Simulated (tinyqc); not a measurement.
Pressure series at fixed power: global model of a low-pressure process discharge: electron temperature, density, ion flux and ion energy. Computed by tinyqc, a small Python program. Command: `OMP_NUM_THREADS=1 python tinyqc.py 3113676 3113677 out.jsonl plasma walk`. One thread of a shared host (Intel(R) Xeon(R) Processor @ 2.30GHz), about 0.01 s of CPU time with the checks.

Maxwellian electrons with temperature T_e in eV, one positive ion, no negative ions, uniform bulk density n; rate constants have the Arrhenius form.

Inputs (values chosen for the exercise, of the order of those of an inductive discharge in a simple atomic gas):

| quantity | value | unit |
|---|---|---|
| ion mass M | 40 | u |
| ionisation prefactor K0 | 5.9e-14 | m^3/s |
| ionisation energy E_iz | 14.5 | eV |
| excitation prefactor X0 | 7.3e-15 | m^3/s |
| excitation energy E_ex | 9.93 | eV |
| elastic rate constant K_el | 8e-14 | m^3/s |
| ion-neutral cross section | 6.6e-19 | m^2 |
| gas temperature T_g | 400 | K |
| radius R | 23 | cm |
| height L | 12 | cm |
| absorbed power P | 400 | W |

Constants: k_B = 1.380649e-23 J/K; e = 1.602176634e-19 C; u = 1.6605390666e-27 kg; m_0 = 9.1093837015e-31 kg.

Method:
- n_g = p/(k_B T_g), lambda_i = 1/(n_g sigma), K_iz = K0 exp(-E_iz/T_e), h_L = 0.86/sqrt(3 + L/(2 lambda_i)), h_R = 0.8/sqrt(4 + R/lambda_i), A_eff = 2 pi R^2 h_L + 2 pi R L h_R and d_eff = pi R^2 L/A_eff follow p.
- Particle balance: K0 exp(-E_iz/T_e) n_g d_eff = u_B, u_B = sqrt(e T_e/M).
- E_c = E_iz + (X0 exp(-E_ex/T_e) E_ex + K_el (3 m_0/M) T_e)/K_iz; E_T = E_c + (5/2) T_e + (T_e/2) ln(M/(2 pi m_0)); n = P/(e u_B A_eff E_T); J = e h_L n u_B. Pressures without a root below 2 E_iz are left out.

Against pressure:

| p (Pa) | T_e (eV) | E_c (eV) | E_T (eV) | n (1/cm^3) | J (mA/cm^2) |
|---|---|---|---|---|---|
| 0.1 | 4.1302 | 18.223 | 47.876 | 8.1923e+10 | 1.8480 |
| 0.2 | 3.2735 | 19.478 | 42.980 | 1.1436e+11 | 2.1027 |
| 0.5 | 2.5453 | 21.941 | 40.216 | 1.7360e+11 | 2.3096 |
| 1.0 | 2.1629 | 24.762 | 40.291 | 2.3723e+11 | 2.3411 |
| 2.0 | 1.8719 | 28.857 | 42.297 | 3.2036e+11 | 2.2524 |
| 5.0 | 1.5836 | 37.353 | 48.722 | 4.5577e+11 | 1.9691 |
| 10.0 | 1.4168 | 47.627 | 57.799 | 5.6468e+11 | 1.6641 |
| 20.0 | 1.2814 | 63.850 | 73.050 | 6.5854e+11 | 1.3184 |

What follows from these numbers?

T_e falls from 4.13 to 1.28 eV, n changes by a factor 8.0 and J by 0.71; in J = P h_L/(A_eff E_T), E_T changes by a factor 1.53 and is least at 0.5 Pa, between wall losses at high T_e and excitation losses at low T_e.

Extremes, crossings and ranges named in words are read from the listed rows.
